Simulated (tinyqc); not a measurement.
Capacitance measurement on a leaky thin oxide: effects of series resistance and leakage: one step of the calculation.

The device is a capacitance C in parallel with a leakage conductance G, in series with Rs and Ls. An impedance meter reports either a parallel pair (Cp, Gp) from Y = 1/Z = Gp + i w Cp or a series pair (Cs, Rm) from Z = Rm + 1/(i w Cs); w = 2 pi f, dissipation D = Gp/(w |Cp|).

Problem. True capacitance and conductance. EOT = 3.9 tox/eox; CET = EOT + zc + zp; C = 3.9 eps0 A/CET; G = Jg A/Vs.

Inputs (values chosen for the exercise); values of the order met in thin-oxide MOS capacitors: relative permittivity of the gate insulator (close to silicon dioxide) eox = 3.9; insulator thickness tox = 1.1 nm; gate area A = 400 um^2; oxide-equivalent thickness added by the accumulation layer zc = 0.59 nm; oxide-equivalent thickness added by gate depletion zp = 0 nm; gate leakage current density, not matched to the thickness Jg = 0.052 A/cm^2; voltage for an e-fold rise of the leakage Vs = 0.36 V.

Constants: eps0 = 8.8541878128e-14 F/cm where lengths are in cm. Results are converted to the units shown.

Give: EOT; CET; C; G.

Solution.

EOT = 1.100 nm
CET = 1.690 nm
C = 8.173 pF
G = 0.5778 uS

tinyqc, about 0.01 s, one thread, Intel Xeon 2.30GHz (shared host): `OMP_NUM_THREADS=1 python tinyqc.py 2022162 2022163 out.jsonl`
